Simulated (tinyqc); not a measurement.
# Changing the thickness d

Model: permeation of metal atoms or ions through a thin barrier or dielectric: time lag, field-aided drift and lifetime. Computed by tinyqc, a small Python program. Command: `OMP_NUM_THREADS=1 python tinyqc.py 3001233 3001234 out.jsonl barrier sweep`. One thread of a shared host (Intel(R) Xeon(R) Processor @ 2.30GHz), about 0.02 s of CPU time with the checks.

The film 0 < x < d is empty at first; C = C0 at x = 0 and C = 0 at x = d. dC/dt = D d2C/dx2.

Inputs (values chosen for the exercise, for a model case: neutral metal atoms through a barrier):
```
quantity                                   value    unit
prefactor D0                                  25  cm^2/s
activation energy E                          1.5      eV
concentration at the source side C0      7.7e+17  1/cm^3
charge number z                                0       -
voltage V (positive drives ions across)        0       V
critical dose Q_c                          2e+12  1/cm^2
test temperature T                           100       C
use temperature T_u                           85       C
```

Constants: k_B = 8.617333262e-05 eV/K.

Method:
- D = D0 exp(-E/(k_B T)); time scale d^2/D; Peclet number P = z V/(k_B T), k_B T in eV; 1 nm = 1e-7 cm.
- Temperatures in kelvin are T(C) + 273.15.
- Steady flux J = (D C0/d) P/(1 - exp(-P)); time lag in units of d^2/D: s_L = [P (1 + exp(-P))/(1 - exp(-P)) - 2]/P^2 (P = 0: J = D C0/d, s_L = 1/6).
- Dose through the film Q(s) = C0 d {f (s - s_L) - 2 exp(P/2) sum_(n=1..200) (-1)^n n^2 pi^2 exp(-l_n s)/l_n^2}, l_n = n^2 pi^2 + P^2/4, f = P/(1 - exp(-P)) the relative flux.
- Solve Q = Q_c for s. At the use temperature D and P take T_u, with the same C0 and V; 1 year = 3.15576e7 s.

One run for each value:
```
thickness d (nm)  failure time at T (s)  time lag (s)  s at the critical dose  steady flux J (1/(cm^2 s))
0.46                         8.7035e+05    2.5614e+03                  56.632                  2.3047e+06
0.70                         1.3265e+06    5.9315e+03                  37.272                  1.5145e+06
1.10                         2.0898e+06    1.4647e+04                  23.779                  9.6379e+05
1.60                         3.0494e+06    3.0989e+04                  16.400                  6.6260e+05
2.50                         4.7919e+06    7.5656e+04                  10.556                  4.2407e+05
3.90                         7.5415e+06    1.8412e+05                   6.827                  2.7184e+05
5.90                         1.1552e+07    4.2138e+05                   4.569                  1.7969e+05
9.00                         1.7959e+07    9.8051e+05                   3.053                  1.1780e+05
14.00                        2.8784e+07    2.3726e+06                   2.022                  7.5726e+04
```

What does the table show, and why?

Over the rows, failure time at T (s) rises from 870000 to 2.88e7 (exponent d ln y / d ln x 1.0 between the first rows and 1.1 between the last); time lag (s) rises from 2560 to 2.37e6 (exponent d ln y / d ln x about 2.0 throughout); s at the critical dose falls from 56.6 to 2.02 (exponent d ln y / d ln x -1.00 between the first rows and -0.93 between the last). The exponent of failure time at T stays between 1.00 and 1.07, near 1: steady flow: J scales as 1/d. The exponent of time lag stays at 2: the lag scales as d^2/D, with P independent of d.

Caution (all rows): a prefactor D0 above about 10 cm^2/s is far larger than atomic jumps allow; it only sets the time scale of the exercise. Caution (rows 0.460, 0.700, 1.10): a film of a few atomic layers is beyond a continuum description. Caution (all rows): grain boundaries, pinholes, trapping and space charge are left out; thin real barriers usually fail at defects.

Extremes, crossings and ranges named in words are read from the listed rows.
